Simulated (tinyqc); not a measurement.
Thermal displacements in the Debye model: Debye-Waller factors, bond-length spread and the Lindemann rule: one step, computed by the program tinyqc. Command: `OMP_NUM_THREADS=1 python tinyqc.py 3023114 3023115 out.jsonl debyewaller walk`. One thread of a shared host (Intel(R) Xeon(R) Processor @ 2.30GHz), about 0.01 s of CPU time with the checks.

A Debye spectrum with three branches of one velocity, cut at k_B Theta; 2 atoms per cube, nearest neighbours at d = 0.866025 a.

Question. Spread of the bond length. Correlated Debye model: sigma^2 = (3 hbar^2/(M k_B Theta)) int_0^1 s coth(s Theta/(2T)) [1 - sin(s q_D R)/(s q_D R)] ds for two atoms at distance R, q_D = (6 pi^2 n)^(1/3), n atoms per volume; uncorrelated motion would give 2 <u_x^2>. An EXAFS amplitude is damped by exp(-2 k^2 sigma^2).

Inputs (values chosen for the exercise, modelled on tungsten): atomic mass M = 183.84 u; Debye temperature Theta = 321 K; lattice constant a = 3.165 angstrom; temperature T = 77 K; photoelectron wave number k = 5.8 1/angstrom.

Structure: bcc.

<u_x^2> = 8.384860e-04 angstrom^2

Constants: hbar^2/u = 4.18015928e-03 eV angstrom^2; k_B = 8.617333262e-05 eV/K.

Give: sigma^2 of the nearest bond; correlation 1 - sigma^2/(2 <u_x^2>); EXAFS damping.

Answer.

sigma^2 of the nearest bond = 0.001175 angstrom^2

correlation 1 - sigma^2/(2 <u_x^2>) = 0.2992

EXAFS damping = 0.9240

Neighbours move partly together, which removes 30 % of the uncorrelated spread.
